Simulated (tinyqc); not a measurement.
Defect equilibria of an oxide against oxygen pressure (mass action): one step, computed by the program tinyqc.

Defects: oxygen vacancies V (charge +2), electrons n, holes p, the ionic partner X = O_i'' (charge -2). Activities are taken equal to concentrations.

Question. Solution at the given pressure. Neutrality: 2 [V] + p = n + 2 [X]. With n as the unknown, [V] = K_r/(n^2 P^(1/2)), p = K_i/n, [X] = K_s/[V]; the log ratio is ln(positive/negative). The root is found by 60 bisections in ln n between n = 1e-10 and 1e25 cm^-3.

Inputs (values chosen for the exercise, for a model oxide): prefactor N_c N_v = 1.4e+41 cm^-6; temperature T = 1200 K; oxygen pressure P = 9e-15 atm.

Ionic disorder: anion Frenkel. Dopant (singly charged, fully ionised): none.

K_r = 3.857750e+54 cm^-9 atm^(1/2)

K_i = 3.457219e+27 cm^-6

K_s = 4.589933e+26 cm^-6

Give: n; [V]; p; [X].

Answer.

n = 4.3326e+20 cm^-3

[V] = 2.1663e+20 cm^-3

p = 7.9796e+06 cm^-3

[X] = 2.1188e+06 cm^-3

Caution: one of n, p, [V] and [X] is above 2e20 cm^-3, near 1 % of the sites of a usual oxide, where defects associate and the ideal mass-action laws fail. Caution: the carrier density is near sqrt(N_c N_v), where the carriers are degenerate and n p = K_i fails.
